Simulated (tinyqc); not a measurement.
# Signal and retention of a DRAM cell: failing cells against the refresh interval

A stored one starts at Vd and leaks: Cs dV/dt = -I(V), I = a sqrt((V + Vb)/(Vd + Vb)) + b, with a = Ig exp[-(Eg1 q/kB)(1/T - 1/T0)] (generation in a depletion layer) and b = Is exp[-(Es q/kB)(1/T - 1/T0)]. The bit line is precharged to Vd/2, and charge sharing gives the signal (V - Vd/2) Cs/(Cs + Cb).

The cell fails below Vc = Vd/2 + dm (Cs + Cb)/Cs. With s = sqrt((Vc + Vb)/(Vd + Vb)), the time from Vd to Vc is t = [2 Cs (Vd + Vb)/a] [1 - s - (b/a) ln((a + b)/(a s + b))]. This time is the median of a log-normal spread: failing cells = Nc erfc(z/sqrt 2)/2, z = ln(t/tr)/sg.

Values chosen for this exercise: array voltage Vd = 1.5 V; cell capacitance Cs = 22 fF; bit-line capacitance Cb = 73 fF; smallest signal that the sense amplifier resolves dm = 40 mV; built-in plus back-bias voltage of the storage junction Vb = 1.45 V; junction leakage at V = Vd and T0 Ig = 1.8 fA; voltage-independent leakage at T0 Is = 1.9 fA; activation energy of Is Es = 0.27 eV; reference temperature T0 = 358 K; temperature T = 328 K; deviation of ln(retention time) over the cells sg = 0.63; cells Nc = 4.29e9; activation energy of Ig Eg1 = 0.53 eV.

Constants: q = 1.602176634e-19 C, kB = 1.380649e-23 J/K. Results are converted to the units shown.

Results:
```
tr (ms),z,failing cells
16,10.298,1.5468e-15
32,9.1975,7.8558e-11
64,8.0973,1.2053e-6
128,6.9971,0.0056063
256,5.8968,7.9479
1024,3.6964,4.6912e5
2048,2.5961,2.0223e7
```

Estimate the missing row, tr = 512 ms.

Computed row:
```
tr (ms),z,failing cells
512,4.7966,3461.5
```

With this row back in the table: Doubling the interval lowers z by ln 2/sg = 1.10 and multiplies the count by 50800 between the first two rows and by 43.1 between the last two. The count passes 1 at tr = 256 ms among the rows.

Range of the model: Real arrays also hold a tail of unusually leaky cells and cells whose retention varies in time, which this model lacks.

Numbers from tinyqc (`OMP_NUM_THREADS=1 python tinyqc.py 2130059 2130060 out.jsonl`; about 0.01 s on one thread of a shared Intel Xeon 2.30GHz).
